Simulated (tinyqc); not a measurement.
# Inputs raised by 5 %, one at a time

Model: thermal displacements in the Debye model: Debye-Waller factors, bond-length spread and the Lindemann rule. Computed by tinyqc, a small Python program. Command: `OMP_NUM_THREADS=1 python tinyqc.py 3014190 3014191 out.jsonl debyewaller sens`. One thread of a shared host (Intel(R) Xeon(R) Processor @ 2.30GHz), about 0.01 s of CPU time with the checks.

A Debye spectrum with three branches of one velocity, cut at k_B Theta; 8 atoms per cube, nearest neighbours at d = 0.433013 a.

Inputs (values chosen for the exercise, modelled on silicon):
```
quantity                     value        unit
atomic mass M                28.09           u
Debye temperature Theta        553           K
lattice constant a           5.431    angstrom
temperature T                  300           K
Lindemann ratio x_L           0.12           -
gamma-ray energy E            35.5         keV
photoelectron wave number k     13  1/angstrom
```

Structure: diamond.

reflection (h k l): 3  3  1

Constants: hbar^2/u = 4.18015928e-03 eV angstrom^2; k_B = 8.617333262e-05 eV/K; e = 1.602176634e-19 C; u = 1.6605390666e-27 kg; c = 299792458 m/s; hbar = 6.582119569e-16 eV s.

Method:
- <u_x^2> = (3 hbar^2/(2 M k_B Theta)) int_0^1 s coth(s Theta/(2T)) ds (64 Gauss-Legendre points); it tends to 3 hbar^2/(4 M k_B Theta) at T = 0 and to 3 hbar^2 T/(M k_B Theta^2) at high T.
- B = 8 pi^2 <u_x^2>.
- G = 2 pi sqrt(h^2 + k^2 + l^2)/a; the intensity is multiplied by exp(-2W), 2W = G^2 <u_x^2>; the loss goes into thermal diffuse scattering.
- A nucleus of this mass is supposed to emit a gamma ray of the energy chosen: recoil energy E_R = E^2/(2 M c^2), wave number k_g = E/(hbar c), recoil-free fraction f = exp(-k_g^2 <u_x^2>).
- Correlated Debye model: sigma^2 = (3 hbar^2/(M k_B Theta)) int_0^1 s coth(s Theta/(2T)) [1 - sin(s q_D R)/(s q_D R)] ds for two atoms at distance R, q_D = (6 pi^2 n)^(1/3), n atoms per volume; uncorrelated motion would give 2 <u_x^2>.
- An EXAFS amplitude is damped by exp(-2 k^2 sigma^2).
- Melting is placed where sqrt(3 <u_x^2>) = x_L d; the classical form gives T_m = M k_B Theta^2 (x_L d)^2/(9 hbar^2).

Runs:
```
input moved                                from       to      2W  recoil-free fraction f  Lindemann T_m (K)  EXAFS damping
base run                                      -        -  0.1411                  0.1661               1562         0.1658
atomic mass M (u)                         28.09  29.4945  0.1343                  0.1809               1640         0.1806
Debye temperature Theta (K)                 553   580.65  0.1290                  0.1936               1722         0.1918
lattice constant a (angstrom)             5.431  5.70255  0.1279                  0.1661               1723         0.1658
temperature T (K)                           300      315  0.1470                  0.1540               1562         0.1550
Lindemann ratio x_L                        0.12    0.126  0.1411                  0.1661               1723         0.1658
gamma-ray energy E (keV)                   35.5   37.275  0.1411                  0.1382               1562         0.1658
photoelectron wave number k (1/angstrom)     13    13.65  0.1411                  0.1661               1562         0.1379
```

Exponents ln(y'/y) / ln(x'/x):
```
input                            2W  recoil-free fraction f  Lindemann T_m  EXAFS damping
atomic mass M                -1.000                   1.752          1.007          1.754
Debye temperature Theta      -1.831                   3.144          2.007          2.989
lattice constant a           -2.000                   0.000          2.013          0.000
temperature T                 0.844                  -1.548          0.000         -1.381
Lindemann ratio x_L           0.000                   0.000          2.013          0.000
gamma-ray energy E            0.000                  -3.771          0.000          0.000
photoelectron wave number k   0.000                   0.000          0.000         -3.776
```

Which inputs matter most for each result?

Among the inputs moved here: 2W answers most in size to lattice constant a (exponent -2.000), next to Debye temperature Theta (-1.831); its exponent is below 0.0005 for Lindemann ratio x_L, gamma-ray energy E, photoelectron wave number k. Its exponent -2.000 in lattice constant a: G^2 goes as 1/a^2. Recoil-free fraction f answers most in size to gamma-ray energy E (exponent -3.771), next to Debye temperature Theta (+3.144); its exponent is below 0.0005 for lattice constant a, Lindemann ratio x_L, photoelectron wave number k. Lindemann T_m answers most in size to lattice constant a (exponent +2.013), and about equally to Lindemann ratio x_L (+2.013), Debye temperature Theta (+2.007); its exponent is below 0.0005 for temperature T, gamma-ray energy E, photoelectron wave number k. Its exponent +2.007 in Debye temperature Theta: T_m goes as Theta^2. Its exponent +2.013 in Lindemann ratio x_L: T_m goes as x_L^2. EXAFS damping answers most in size to photoelectron wave number k (exponent -3.776), next to Debye temperature Theta (+2.989); its exponent is below 0.0005 for lattice constant a, Lindemann ratio x_L, gamma-ray energy E.

Caution (all rows): in covalent crystals the stiff bond makes the true nearest-neighbour sigma^2 smaller than this model gives.
